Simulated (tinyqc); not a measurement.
From results back to parameters: Wannier exciton and Elliott formula. Three cases, with inputs chosen for the exercise.

Problem. Bulk exciton lines lie at Eg - Ry*/n^2 with Ry* = Ry mu/eps^2. Lines n = 1 and 2 were computed from hidden Eg and mu.

Constants: Ry = 13.60569312 eV; a0 (Bohr radius) = 0.5291772105 angstrom.
Find: Ry*; Eg; mu; a* = a0 eps/mu.

Method. The spacing is Ry* (1/1 - 1/4).

Case 1.

Values chosen (out of a larger set: near those of InGaAs; not measured data): eps = 13.8 (dielectric constant).

lines (eV): 0.828845  0.830461

Solution.

Ry* = 2.15 meV
Eg = 0.8310 eV
mu = 0.030 m0
a* = a0 eps/mu = 242 angstrom

Case 2.

Values chosen (out of a larger set: near those of InP; not measured data): eps = 11.9 (dielectric constant).

lines (eV): 1.376081  1.380520

Solution.

Ry* = 5.92 meV
Eg = 1.3820 eV
mu = 0.062 m0
a* = a0 eps/mu = 102 angstrom

Case 3.

Values chosen (out of a larger set: near those of GaAs; not measured data): eps = 12.8 (dielectric constant).

lines (eV): 1.484148  1.487037

Solution.

Ry* = 3.85 meV
Eg = 1.4880 eV
mu = 0.046 m0
a* = a0 eps/mu = 146 angstrom

Computed by tinyqc, one run a case: `OMP_NUM_THREADS=1 python tinyqc.py N N+1 out.jsonl` with N = 1280668, 1280884, 1280902; one thread of a shared Intel(R) Xeon(R) Processor @ 2.30GHz, about 0.03 s a run at most.
